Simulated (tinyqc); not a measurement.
Worked calculation: Cahn-Hilliard equation on a periodic one-dimensional grid. Computed by tinyqc, a small Python program that keeps every step. Command: `OMP_NUM_THREADS=1 python tinyqc.py 3005424 3005425 out.jsonl cahn walk`. One thread of a shared host (Intel(R) Xeon(R) Processor @ 2.30GHz), about 0.1 s of CPU time with the checks. Intermediate numbers are printed to about 6 digits and carried at full precision; extremes and crossings named in words are read from the listed rows.

Free energy F = h sum_j [A (c_j^2 - 1)^2/4 + (kappa/2) ((c_(j+1) - c_j)/h)^2]; dc/dt = Lap(mu), mu = A (c^3 - c) - kappa Lap(c), Lap(y)_j = (y_(j+1) - 2 y_j + y_(j-1))/h^2, mobility 1; the grid has n = 16 points.

Inputs (values chosen for the exercise, in reduced units):
```
quantity                    value  unit
spacing h                       1     -
well depth A                  1.5     -
gradient coefficient kappa    1.3     -
mean composition c0         0.086     -
noise amplitude              0.02     -
time step dt                 0.03     -
end time                       60     -
```

Scheme: explicit Euler.

## Linear stability

f'' = A (3 c0^2 - 1). Mode m has lambda_m = (4/h^2) sin^2(pi m/n) and the rate w_m = -lambda_m (f'' + kappa lambda_m). In the continuum the fastest wavelength is 2 pi sqrt(2 kappa/|f''|) with the rate f''^2/(4 kappa). Explicit steps near c = +-1, where f'' = 2A, are stable for dt < 2/(16 kappa/h^4 + 8 A/h^2).

f'' = -1.466718

Modes of the grid:
```
m  lambda_m       w_m
1   0.15224    0.1932
2   0.58579    0.4131
3   1.23463   -0.1708
4   2.00000   -2.2666
5   2.76537   -5.8854
6   3.41421  -10.1462
7   3.84776  -13.6032
8   4.00000  -14.9331
```

fastest wavelength = 8.36553

largest rate = 0.413704

explicit limit of dt = 0.0609756

2 mode(s) grow; the fastest on the grid is m = 2, while the box holds 1.91 fastest wavelengths. dt is 0.49 of the explicit limit.

## The first step

random numbers: -0.413  -0.139  0.567  -0.512  -0.336  0.586  0.453  0.942  -0.610  -0.894  0.712  -0.126  0.678  0.677  0.471  0.753

Start: c_j = c0 + amplitude x (z_j - mean of z). c(new) = c + dt Lap(mu).

c at the start: 0.074229  0.079709  0.093829  0.072249  0.075769  0.094209  0.091549  0.101329  0.070289  0.064609  0.096729  0.079969  0.096049  0.096029  0.091909  0.097549

mu at the start: -0.148170  -0.130035  -0.093094  -0.140437  -0.132397  -0.112629  -0.152344  -0.097367  -0.137880  -0.145649  -0.080192  -0.161878  -0.121814  -0.137385  -0.149387  -0.107283

c after one step: 0.0759994  0.0802730  0.0913002  0.0739103  0.0761206  0.0924243  0.0943895  0.0984640  0.0712711  0.0668055  0.0923144  0.0836213  0.0943797  0.0961358  0.0935319  0.0950590

F at the start = 5.91284

F after one step = 5.91215

## The run

Run to the end time; break off if |c| exceeds 3 or F has risen by more than 1e-9 in more than 30 steps. Domains = stretches with c > c0.

Course:
```
step     t        F      min c     max c  domains
0      0.0  5.91284   0.064609  0.101329        4
40     1.2  5.91101   0.069195  0.102356        2
100    3.0  5.90928   0.056898  0.117489        2
200    6.0  5.88652  -0.004724  0.182525        2
300    9.0  5.67374  -0.204288  0.371351        2
400   12.0  5.08803  -0.548510  0.675595        2
600   18.0  4.96722  -0.695920  0.812674        2
800   24.0  4.96707  -0.696008  0.815122        2
1100  33.0  4.96678  -0.698554  0.817010        2
1400  42.0  4.96630  -0.704948  0.819590        2
1700  51.0  4.96544  -0.712761  0.823010        2
2000  60.0  4.96374  -0.722625  0.827428        2
```

c at the end: -0.254429  -0.700257  -0.722625  -0.336544  0.403255  0.764159  0.772092  0.437911  -0.282969  -0.677925  -0.621246  -0.092888  0.574214  0.827428  0.805809  0.480014

F at the end = 4.96374

steps in which F rose = 0

F never rises by more than 1e-9 in a step. The count of domains goes from 4 in the noise to 2 at the end, and c spans -0.723 to 0.827.

## Interfaces

Continuum wall between c = -1 and +1: c = tanh(x/w), w = sqrt(2 kappa/A), energy s = (2/3) sqrt(2 kappa A). With two walls per domain, the estimate of F at the end is 2 x domains x s. Volume fraction of the +1 phase by the lever rule: (1 + c0)/2.

wall half width w = 1.31656

wall energy s = 1.31656

estimate of F = 5.26624

volume fraction = 0.543

w/h = 1.31656

The run ends at F = 4.9637, 0.94 of the estimate: close to it, but the extremes of c are -0.723 and 0.827.

Checks made by the program: conservation of the mean (relative difference below 1e-10).
